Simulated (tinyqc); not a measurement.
Binding against carrier density: donor level screened by free carriers (Yukawa potential).

Screening wave number: Debye ks^2 = 4 pi q n/(eps kB T); Thomas-Fermi ks^2 = 6 pi q n/(eps EF) with EF = c (3 pi^2 n/gv)^(2/3)/m, c = hbar^2/2m0; the two are joined by 1/ks^2 = sqrt(1/ks_D^4 + 1/ks_TF^4). 1e18/cm^3 = 1e-6/angstrom^3, q = e^2/(4 pi eps0).

Potential -(q/(eps r)) exp(-ks r), q = e^2/(4 pi eps0). In units Ry* = Ry m/eps^2 and a* = a0 eps/m the problem is [-Laplacian - 2 exp(-x r)/r] psi = E psi with x = ks a*.

Converged values use 18 functions exp(-z r), z = 1.55^i, i = -11 to 6: S = 2/A^3, H = z_i z_j S - 2/(A + x)^2, A = z_i + z_j.

Constants: e^2/(4 pi eps0) = 14.39964547 eV angstrom; kB = 8.617333262e-05 eV/K; hbar^2/2m0 = 3.80998211 eV angstrom^2.

Parameters, chosen for this exercise (near those of a donor in Si, with one mean mass; not measured data):
- m = 0.305 m0 (mass)
- eps = 11.9 (dielectric constant)
- gv = 6 (valleys)
- T = 300 K (temperature)
- nl = (0.029, 0.097, 0.29, 0.97, 2.9, 9.7, 29) x 1e18/cm^3 (densities)

Ry* = 29.3040 meV
a* = 20.647 angstrom

x from the joined ks; converged 1s binding (dash: x above 1.17, at or past the limit 1.19 where the state unbinds).

Results:

| n (1e18/cm^3) | EF/kB T | 1/ks (angstrom) | x | binding (meV) | n^(1/3) a* |
|---|---|---|---|---|---|
| 0.029 | 0.01 | 242.1 | 0.085 | 24.61 | 0.063 |
| 0.097 | 0.03 | 132.4 | 0.156 | 21.14 | 0.095 |
| 0.29 | 0.06 | 76.6 | 0.270 | 16.27 | 0.137 |
| 0.97 | 0.14 | 42.0 | 0.492 | 8.89 | 0.204 |
| 2.9 | 0.28 | 24.4 | 0.845 | 2.03 | 0.294 |
| 9.7 | 0.64 | 13.8 | 1.496 | - | 0.440 |
| 29 | 1.32 | 8.8 | 2.336 | - | 0.634 |

How do the results move, and what explains it?

The binding falls from 24.6 to 2.0 meV (bare value 29.3); it passes half the bare value between 0.29 and 0.97 x 1e18/cm^3. The level is unbound, or bound by less than 0.001 Ry*, from 9.7 x 1e18/cm^3 on; as the density rises, it is lost by the time n^(1/3) a* reaches 0.44. x grows with exponent 0.50 in n at the start and 0.41 at the end (1/2 for Debye, 1/6 for Thomas-Fermi screening). The level survives to n^(1/3) a* = 0.29, past the 0.26 of the Mott rule, which corresponds to x = 1 for one valley with degenerate screening; here the level lasts until x = 1.19, the screening is at most the degenerate value, and overlap of donors is left out.

Run: tinyqc, `OMP_NUM_THREADS=1 python tinyqc.py 1281741 1281742 out.jsonl`; Intel(R) Xeon(R) Processor @ 2.30GHz, one thread, shared host; about 0.02 s of CPU time with all checks.
